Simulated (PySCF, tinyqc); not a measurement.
Inside a calculation. Method: CIS on RHF in the 3-21g basis, for H3-, spin multiplicity 1. The basis has no diffuse functions, so it cannot describe the extra electron: this is an exercise in the method, not the real anion. The lowest restricted solution is unstable here: a spin-polarised one lies 0.0687 hartree lower (PySCF). One step of it, computed by the program tinyqc.

Task: CIS matrix, singlets. A(ia,jb) = (e_a - e_i) d_ij d_ab + 2 (ia|jb) - (ij|ab).

orbital energies (hartree): MO1 -0.288224, MO2 0.172644, MO3 0.439229, MO4 1.401016, MO5 1.571562, MO6 1.597575

Two-electron integrals over orbitals (pq|rs), unique and non-zero (hartree):
```
(11|11) 0.532380    (21|11) -0.000029   (21|21) 0.089435    (22|11) 0.425780
(22|21) 0.000082    (22|22) 0.429402    (31|11) 0.013767    (31|21) 0.000007
(31|22) -0.050682   (31|31) 0.099409    (32|11) 0.000010    (32|21) -0.051143
(32|22) -0.000031   (32|31) -0.000046   (32|32) 0.045383    (33|11) 0.433408
(33|21) -0.000051   (33|22) 0.358040    (33|31) 0.030177    (33|32) 0.000020
(33|33) 0.407396    (41|11) 0.103869    (41|21) -0.000031   (41|22) 0.043334
(41|31) 0.024762    (41|32) 0.000006    (41|33) 0.063035    (41|41) 0.076883
(42|11) -0.000057   (42|21) -0.004612   (42|22) -0.000037   (42|31) 2.51e-06
(42|32) 0.000885    (42|33) -0.000031   (42|41) -0.000042   (42|42) 0.016736
(43|11) 0.041216    (43|21) 2.14e-06    (43|22) 0.015295    (43|31) 0.014066
(43|32) -0.000007   (43|33) 0.025571    (43|41) 0.040660    (43|42) -3.14e-06
(43|43) 0.045805    (44|11) 0.492339    (44|21) -0.000086   (44|22) 0.358086
(44|31) 0.083736    (44|32) 0.000011    (44|33) 0.426650    (44|41) 0.121548
(44|42) -0.000049   (44|43) 0.063782    (44|44) 0.547906    (51|11) 0.021293
(51|21) -0.000103   (51|22) 0.050006    (51|31) -0.057041   (51|32) 0.000092
(51|33) -0.002363   (51|41) -0.012220   (51|42) -0.000055   (51|43) -0.035740
(51|44) -0.040204   (51|51) 0.072813    (52|11) -0.000210   (52|21) 0.036057
(52|22) -0.000137   (52|31) 0.000098    (52|32) -0.018544   (52|33) -0.000121
(52|41) -0.000095   (52|42) 0.016170    (52|43) 0.000034    (52|44) -0.000125
(52|51) -0.000240   (52|52) 0.043323    (53|11) -0.107298   (53|21) 0.000094
(53|22) -0.056254   (53|31) -0.019695   (53|32) -0.000039   (53|33) -0.063018
(53|41) -0.059897   (53|42) 0.000057    (53|43) -0.023532   (53|44) -0.111002
(53|51) -0.005343   (53|52) 0.000175    (53|53) 0.061442    (54|11) -0.034263
(54|21) -0.000151   (54|22) 0.040229    (54|31) -0.095759   (54|32) 0.000133
(54|33) -0.043787   (54|41) -0.049890   (54|42) -3.69e-06   (54|43) -0.040318
(54|44) -0.122489   (54|51) 0.075328    (54|52) -0.000189   (54|53) 0.031502
(54|54) 0.123763    (55|11) 0.508379    (55|21) -0.000481   (55|22) 0.430584
(55|31) -0.016786   (55|32) 0.000317    (55|33) 0.418718    (55|41) 0.110998
(55|42) -0.000131   (55|43) 0.042125    (55|44) 0.471697    (55|51) 0.041446
(55|52) -0.000562   (55|53) -0.107852   (55|54) -0.007852   (55|55) 0.533236
(61|11) -0.000064   (61|21) -0.049771   (61|22) -0.000161   (61|31) 0.000090
(61|32) 0.031785    (61|33) 0.000008    (61|41) 0.000031    (61|42) -0.019663
(61|43) 0.000042    (61|44) 0.000083    (61|51) 1.08e-06    (61|52) -0.048546
(61|53) -0.000071   (61|54) -0.000006   (61|55) 0.000300    (61|61) 0.062533
(62|11) -0.106064   (62|21) -0.000115   (62|22) -0.081835   (62|31) 0.033770
(62|32) 0.000050    (62|33) -0.057871   (62|41) -0.041072   (62|42) -0.000020
(62|43) 0.003566    (62|44) -0.060763   (62|51) -0.055588   (62|52) 0.000049
(62|53) 0.048070    (62|54) -0.033256   (62|55) -0.127289   (62|61) 0.000278
(62|62) 0.087502    (63|11) 0.000176    (63|21) 0.032049    (63|22) 0.000115
(63|31) 0.000061    (63|32) -0.015131   (63|33) 0.000097    (63|41) 0.000084
(63|42) 0.010059    (63|43) 0.000048    (63|44) 0.000173    (63|51) -0.000080
(63|52) 0.031939    (63|53) -0.000036   (63|54) -0.000148   (63|55) -0.000072
(63|61) -0.036504   (63|62) -0.000175   (63|63) 0.027132    (64|11) 0.000094
(64|21) -0.060773   (64|22) -0.000092   (64|31) 0.000122    (64|32) 0.034880
(64|33) 0.000109    (64|41) 0.000113    (64|42) -0.000851   (64|43) 0.000056
(64|44) 0.000257    (64|51) -4.20e-06   (64|52) -0.032700   (64|53) -0.000140
(64|54) -0.000043   (64|55) 0.000447    (64|61) 0.042890    (64|62) 0.000131
(64|63) -0.027878   (64|64) 0.050299    (65|11) 0.000022    (65|21) -0.105009
(65|22) -0.000012   (65|31) -0.000140   (65|32) 0.068577    (65|33) 0.000012
(65|41) -1.95e-06   (65|42) -0.014580   (65|43) -0.000088   (65|44) -0.000029
(65|51) 0.000335    (65|52) -0.068262   (65|53) -0.000144   (65|54) 0.000408
(65|55) 0.000798    (65|61) 0.091699    (65|62) 0.000145    (65|63) -0.054284
(65|64) 0.087790    (65|65) 0.169498    (66|11) 0.493890    (66|21) 0.000571
(66|22) 0.468722    (66|31) -0.076299   (66|32) -0.000333   (66|33) 0.389010
(66|41) 0.079753    (66|42) 0.000010    (66|43) 0.005490    (66|44) 0.396263
(66|51) 0.104302    (66|52) 0.000034    (66|53) -0.097082   (66|54) 0.075873
(66|55) 0.533355    (66|61) -0.000717   (66|62) -0.157294   (66|63) 0.000443
(66|64) -0.000543   (66|65) -0.000736   (66|66) 0.604398
```

Give: CIS matrix A, singlet.

Result:

CIS matrix A, singlet (hartree):
```
        1>3     1>4     1>5    1>6     2>3     2>4     2>5     2>6
1>3   0.493   0.008  -0.007  0.000   0.000   0.000   0.000   0.035
1>4   0.008   1.351   0.010  0.000   0.000   0.000   0.000  -0.021
1>5  -0.007   0.010   1.497  0.000   0.000   0.000   0.000  -0.006
1>6   0.000   0.000   0.000  1.517   0.032   0.021   0.008   0.000
2>3   0.000   0.000   0.000  0.032  -0.001  -0.014   0.019   0.000
2>4   0.000   0.000   0.000  0.021  -0.014   0.904  -0.008   0.000
2>5   0.000   0.000   0.000  0.008   0.019  -0.008   1.055   0.000
2>6   0.035  -0.021  -0.006  0.000   0.000   0.000   0.000   1.131
```
